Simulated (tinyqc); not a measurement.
MOSFET in the linear regime without short-channel effects, parameter extraction from computed curves: extraction methods against the second mobility attenuation factor.

Inversion charge Q = Cox n Vt W0(exp((Vg - VT)/(n Vt))), W0 the Lambert function and n = nf; u = Q/Cox; mobility mu = mu0/(1 + th1 u + th2 u^2); channel resistance Rch = (L - dL)/(W mu Q); Id = Vd/(Rch + Rsd/W). Cox = eps0 eox/tox. Small Vd, no channel-length or drain effects.

From the continuous curve Id(Vg): tangent at peak gm (V_ext = Vg - Id/gm); constant current Id = 0.1 uA W/L; peak of d2Id/dVg2; Y = Id/sqrt(gm) drawn through Vg = VT + 0.6 and VT + 0.8 V, with intercept VT_Y and slope s. Mobilities gm,max L/(W Cox Vd) and s^2 L/(W Cox Vd) with the drawn L. Last column: share of Rsd/W in the total resistance at VT + 0.8 V.

Parameters, values chosen for the exercise; channel values of the order met in silicon transistors: temperature T = 400 K; relative permittivity of the gate insulator (close to silicon nitride) eox = 7.62; insulator thickness tox = 11 nm; low-field mobility mu0 = 120 cm^2/(V s); first mobility attenuation factor th1 = 0.77 1/V; threshold voltage VT = 0.63 V; body factor nf = 1.13; gate width W = 1 um; drawn gate length L = 0.087 um; drawn less effective length dL = 0.009 um; source plus drain resistance Rsd = 180 ohm um; drain voltage Vd = 0.05 V.

Constants: q = 1.602176634e-19 C, kB = 1.380649e-23 J/K, Vt = kB T/q, eps0 = 8.8541878128e-14 F/cm where lengths are in cm. Results are converted to the units shown.

Extraction methods against the second mobility attenuation factor:
```
th2 (1/V^2),V_ext (V),constant current (V),second derivative (V),VT_Y (V),mobility from gm (cm^2/(V s)),mobility from Y (cm^2/(V s)),series share (%)
0,0.617,0.638,0.615,0.676,81.8,118,7.10
0.06,0.617,0.638,0.615,0.690,81.6,126,6.98
0.12,0.617,0.638,0.615,0.704,81.3,135,6.86
0.18,0.616,0.638,0.615,0.718,81.1,144,6.75
0.24,0.616,0.638,0.615,0.732,80.9,155,6.64
0.3,0.616,0.638,0.614,0.746,80.7,167,6.53
0.36,0.615,0.638,0.614,0.760,80.4,180,6.43
```

The model has VT = 0.63 V and mu0 = 120 cm^2/(V s). Over the table the extracted thresholds move by 2.2 mV (tangent), under 0.5 mV (constant current), under 0.5 mV (second derivative), 84 mV (Y function). The mobility from gm falls from 81.8 to 80.4 and that from Y rises from 118 to 180 cm^2/(V s).

Computed by the program tinyqc: `OMP_NUM_THREADS=1 python tinyqc.py 2210026 2210027 out.jsonl`, one thread of a shared Intel Xeon 2.30GHz, about 0.01 s for the whole run.
